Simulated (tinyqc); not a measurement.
# Tersoff bond-order potential, step by step

A worked calculation. Computed by tinyqc, a small Python program that keeps every step. Command: `OMP_NUM_THREADS=1 python tinyqc.py 3013569 3013570 out.jsonl tersoff walk`. One thread of a shared host (Intel(R) Xeon(R) Processor @ 2.30GHz), about 0.01 s of CPU time with the checks. Intermediate numbers are printed to about 5 digits and carried at full precision; extremes and crossings named in words are read from the listed rows.

E = (1/2) sum_(i, j != i) [A exp(-lambda r_ij) - b_ij B exp(-mu r_ij)], b_ij = (1 + (beta zeta_ij)^n)^(-1/(2n)), zeta_ij = sum_(k != i, j) g(theta_ijk), g = 1 + c^2/d^2 - c^2/(d^2 + (h - cos theta)^2), with theta at atom i. Only nearest neighbours count (cut-off function 1 for them, 0 beyond).

Inputs (values chosen for the exercise, modelled on carbon): A = 1411.9 eV; B = 352.58 eV; lambda = 3.4879 1/angstrom; mu = 2.2119 1/angstrom; beta = 1.55e-07; n = 0.7238; c = 37760; d = 4.402; h = -0.5844; bond length r_12 = 1.59 angstrom; bond length r_13 = 1.45 angstrom; angle theta at atom 1 = 111 degrees.

Constants: 1 eV/angstrom^3 = 160.2176634 GPa.

## An open trimer

Atom 1 binds atoms 2 and 3, which do not interact. b_12 = b_13 follow from zeta = g(theta); b_21 = b_31 = 1. E = sum over the two bonds of A exp(-lambda r) - (b + 1)/2 B exp(-mu r).

g(theta) = 1.9349e+05

bond order b_12 = 0.94883

repulsive terms (eV): [5.5120, 8.9821]

attractive terms B exp(-mu r) (eV): [10.468, 14.268]

energy of the trimer = -9.6094 eV

g is least (g = 1) at cos theta = h, 125.8 degrees, wider than the tetrahedral 109.47.

## The diamond lattice

zeta = 3 g(cos theta = -1/3). With z equal bonds of order b, r = ln(lambda A/(mu b B))/(lambda - mu) and E per atom = -(z/2) b B exp(-mu r)(1 - mu/lambda). a0 = 4 r/sqrt3; B0 = phi''(r)/(3 a0) with phi'' = mu (lambda - mu) b B exp(-mu r), since b does not change under uniform scaling.

zeta = 7.1574e+05

bond order b = 0.87983

bond length = 1.5446 angstrom

energy per atom of the diamond lattice = -7.4510 eV

lattice constant a0 = 3.5671 angstrom

bulk modulus B0 = 430.32 GPa

## Elastic constants of the diamond lattice

Second derivatives of the energy per atom, volume V = a0^3/8: e_xx gives C11; e_xx = -e_yy gives 2 (C11 - C12); e_xy = e_yx = s/2 with a sublattice shift u_z gives C44 = (E_ss - E_su^2/E_uu)/V and Kleinman's parameter |E_su/E_uu|/(a0/4).

C11 = 1030.3 GPa

C12 = 130.33 GPa

C44 = 626.29 GPa

Kleinman's parameter = 0.25994

## Unrelaxed vacancy

Each of the four neighbours loses one bond; its three other bonds now have zeta = 2 g, for the direction that starts at it. E_v = -E + 12 x (1/2)(b(3g) - b(2g)) B exp(-mu r), where -E is the pair-like cost.

b(2g) = 0.90697

unrelaxed vacancy energy E_v = 5.5662 eV

Stronger back bonds return 1.885 eV, so E_v is 75 % of the cohesive energy.

## Energy against coordination

Angles seen from one bond (cos theta: count): chain -1: 1; graphitic -1/2: 2; diamond -1/3: 3; square net 0: 2, -1: 1; simple cubic 0: 4, -1: 1; bcc 1/3: 3, -1/3: 3, -1: 1; fcc 1/2: 4, 0: 2, -1/2: 4, -1: 1.

Relaxed structures:
```
structure      z        zeta       b  r (angstrom)  E per atom (eV)  E per bond (eV)
dimer          1           0  1.0000        1.4442          -2.6433          -5.2866
chain          2  6.5007e+05  0.8868        1.5384          -3.8069          -3.8069
graphitic      3  5.4080e+04  0.9789        1.4610          -7.4802          -4.9868
diamond        4  7.1574e+05  0.8798        1.5446          -7.4510          -3.7255
square net     4  3.1988e+06  0.7222        1.6993          -4.3434          -2.1717
simple cubic   6  5.7476e+06  0.6373        1.7973          -4.6286          -1.5429
bcc            8  1.0561e+07  0.5417        1.9246          -3.9590          -0.9897
fcc           12  2.0146e+07  0.4402        2.0873          -3.3668          -0.5611
```

The lowest are graphitic, diamond and simple cubic, the first two 0.029 eV apart. The bond order falls from 1 to 0.440 and the bond weakens from -5.29 to -0.56 eV, as b^(lambda/(lambda - mu)) with exponent 2.73. With the same z = 4 the square net lies 3.11 eV above diamond, from its angles alone. Caution: in bcc and other dense structures second neighbours can fall inside the usual cut-off; they are left out here.

Checks made by the program: (C11 + 2 C12)/3 against B0 (relative difference 6e-09).
